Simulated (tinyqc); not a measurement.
Inside a calculation. Method: Hubbard chain of 2 sites. One step of it, computed by the program tinyqc.

Problem. The many-body Hamiltonian. Basis: all placements (u, d, 2, 0 on each site), up operators ordered before down ones; hops carry the sign of the same-spin electrons passed.

one-body matrix (hopping and site energies) (eV):
```
,1,2
1,-0.120000,-1.440000
2,-1.440000,0.300000
```

U = 1.500000 eV

electrons, up and down: 1  1

Give: H.

Solution.

H (eV):
```
,20,ud,du,02
20,1.2600,-1.4400,-1.4400,0.0000
ud,-1.4400,0.1800,0.0000,-1.4400
du,-1.4400,0.0000,0.1800,-1.4400
02,0.0000,-1.4400,-1.4400,2.1000
```
